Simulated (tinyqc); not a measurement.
Smearing for a one-band metal on the bcc lattice: one step. Occupations and energies. Two cases, with inputs chosen for the exercise.

Task: Converge mu, then list x, f and s of each level and form the sums.

With x = (E_k - mu)/sigma: Methfessel-Paxton (first order) f = erfc(x)/2 - x exp(-x^2)/(2 sqrt(pi)), s = (1 - 2 x^2) exp(-x^2)/(4 sqrt(pi)). With weights w = points/N^d (d the dimension), mu solves 2 sum w f = ne; E = 2 sum w f E_k, S = 2 sum w s, F = E - sigma S.

Give: mu; x, f and s of each level; E; S; F; (E + F)/2.

Case 1.

Values chosen: ne = 0.47 (electrons per cell); sigma = 0.212 eV (width).

Distinct levels:
```
E_k (eV)   points
-7.580000       1
-5.760000      12
-3.790000       6
-3.030000      24
-2.120000      12
-1.510000       8
-0.750000      12
-0.300000      54
0.150000       24
0.610000        8
2.120000       12
3.330000       24
4.690000        6
6.960000       12
9.380000        1
```

Result:

mu = -2.0825 eV

x, f and s of each level:
```
E_k (eV)       x        f        s
-7.5800   -25.93   1.0000   0.0000
-5.7600   -17.35   1.0000   0.0000
-3.7900    -8.05   1.0000   0.0000
-3.0300    -4.47   1.0000   0.0000
-2.1200    -0.18   0.6470   0.1282
-1.5100     2.70  -0.0005  -0.0013
-0.7500     6.29   0.0000   0.0000
-0.3000     8.41   0.0000   0.0000
0.1500     10.53   0.0000   0.0000
0.6100     12.70   0.0000   0.0000
2.1200     19.82   0.0000   0.0000
3.3300     25.53   0.0000   0.0000
4.6900     31.95   0.0000   0.0000
6.9600     42.65   0.0000   0.0000
9.3800     54.07   0.0000   0.0000
```

E = -1.7464 eV
S = 0.0141
F = -1.7494 eV
(E + F)/2 = -1.7479 eV

Levels with f between 0.001 and 0.999: 1. f leaves the range 0 to 1: it runs from -0.0005 to 1.0000. For this scheme F itself has no term in sigma^2, so F is the estimate of the energy at zero width. That argument needs a smooth density of states, and the number of distinct levels within 2 sigma of mu is only 1, so it may fail on this mesh.

Case 2.

Values chosen: ne = 0.54 (electrons per cell); sigma = 0.031 eV (width).

Distinct levels:
```
E_k (eV)   points
-2.960000       1
-2.180000      12
-1.480000       6
-1.010000      24
-0.620000      12
-0.080000      24
-0.070000       8
0.160000       54
0.400000       12
0.550000        8
0.620000       12
0.850000       24
1.000000        6
1.540000       12
2.000000        1
```

Result:

mu = -0.0952 eV

x, f and s of each level:
```
E_k (eV)       x       f        s
-2.9600   -92.41  1.0000   0.0000
-2.1800   -67.25  1.0000   0.0000
-1.4800   -44.67  1.0000   0.0000
-1.0100   -29.51  1.0000   0.0000
-0.6200   -16.93  1.0000   0.0000
-0.0800     0.49  0.1360   0.0579
-0.0700     0.81  0.0070  -0.0232
0.1600      8.23  0.0000   0.0000
0.4000     15.97  0.0000   0.0000
0.5500     20.81  0.0000   0.0000
0.6200     23.07  0.0000   0.0000
0.8500     30.49  0.0000   0.0000
1.0000     35.33  0.0000   0.0000
1.5400     52.75  0.0000   0.0000
2.0000     67.59  0.0000   0.0000
```

E = -0.6476 eV
S = 0.0112
F = -0.6480 eV
(E + F)/2 = -0.6478 eV

Levels with f between 0.001 and 0.999: 2. For this scheme F itself has no term in sigma^2, so F is the estimate of the energy at zero width. That argument needs a smooth density of states, and the number of distinct levels within 2 sigma of mu is only 2, so it may fail on this mesh.

Computed by tinyqc, one run a case: `OMP_NUM_THREADS=1 python tinyqc.py N N+1 out.jsonl` with N = 1650940, 1651482; one thread of a shared Intel(R) Xeon(R) Processor @ 2.30GHz, about 0.3 s a run at most.
